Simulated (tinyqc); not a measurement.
Photoconductance decay in a wafer: bulk and surface recombination modes, and iron detection by pair splitting: one step, computed by the program tinyqc.

Both faces of the wafer have the same S; injection is low and all coefficients are constant. x runs from -W/2 to W/2.

Task: Effective lifetime. Even modes cos(a x) obey b tan b = S W/(2 D) with b = a W/2, odd modes sin(a x) obey -b cot b = S W/(2 D); each decays at the rate 1/tau_b + D a^2. tau_eff is the decay time of the first mode. The surface time is 1/(D a^2) of that mode; shortcuts for it are W/(2 S), W^2/(pi^2 D) and their sum, whose error is sum/surface time - 1.

Inputs (values chosen for the exercise, modelled on p-type silicon):

| quantity | value | unit |
|---|---|---|
| thickness W | 150 | micrometre |
| diffusivity D | 29.9 | cm^2/s |
| bulk lifetime tau_b without iron | 400 | microsecond |
| surface recombination velocity S | 710 | cm/s |

Give: tau_eff; surface time; W/(2 S); W^2/(pi^2 D); error of the sum; tau_eff/tau_b.

Result:

tau_eff = 10.89 microsecond

surface time = 11.20 microsecond

W/(2 S) = 10.56 microsecond

W^2/(pi^2 D) = 0.7625 microsecond

error of the sum = 1.145 %

tau_eff/tau_b = 0.02723

The surfaces are slow against diffusion, so W/(2 S) is the larger part. tau_eff is only 0.027 of tau_b, so it understates the bulk lifetime.
